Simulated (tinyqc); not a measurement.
# From k_eff back to crystal rotation

Model: crystal pulling from the melt: segregation, interface stability, heat balance and point-defect regime. Computed by tinyqc, a small Python program. Command: `OMP_NUM_THREADS=1 python tinyqc.py 3026451 3026452 out.jsonl pull inv`. One thread of a shared host (Intel(R) Xeon(R) Processor @ 2.30GHz), about 0.01 s of CPU time with the checks.

A dilute solute; steady pulling with a flat interface unless it is found unstable.

Inputs (values chosen for the exercise, modelled on antimony in silicon):

| quantity | value | unit |
|---|---|---|
| equilibrium coefficient k0 | 0.022 | - |
| diffusivity in the melt D | 0.00039 | cm^2/s |
| kinematic viscosity nu | 0.0034 | cm^2/s |
| pull rate V | 1.6 | mm/min |

Method. delta = 1.61 D^(1/3) nu^(1/6) omega^(-1/2), omega = 2 pi rpm/60; k_eff = k0/[k0 + (1 - k0) exp(-V delta/D)] (Burton, Prim and Slichter); the melt at the interface is enriched by k_eff/k0.

Problem. A run gave the result below. Find the crystal rotation, known to lie between 13 and 24 rpm.

k_eff = 0.02716729

Solution.

Each step takes the trial c = (a f_b - b f_a)/(f_b - f_a), f being the result less the target and a, b, c the logarithms of the listed values; c replaces end b, the old b replaces a if the sign of f changed, and otherwise f_a is halved.

Scan of the range:

| crystal rotation (rpm) | k_eff |
|---|---|
| 13.0 | 0.0285493 |
| 14.4 | 0.0281820 |
| 15.9 | 0.0278477 |
| 17.7 | 0.0275081 |
| 19.6 | 0.0272051 |
| 21.7 | 0.0269207 |
| 24.0 | 0.0266557 |

False position (Illinois rule, in the logarithm of the input) inside the bracket:

| step | end a | end b | trial | k_eff |
|---|---|---|---|---|
| 1 | 19.6000 | 21.7000 | 19.8671 | 0.0271663 |
| 2 | 19.6000 | 19.8671 | 19.8534 | 0.0271682 |
| 3 | 19.8671 | 19.8534 | 19.8600 | 0.0271673 |
| 4 | 19.8534 | 19.8600 | 19.8600 | 0.0271673 |

k_eff falls at every point of a 13-point scan of the range (every second point is shown), so one value fits; it is bracketed by 19.6 and 21.7. Answer: crystal rotation = 19.86 rpm.
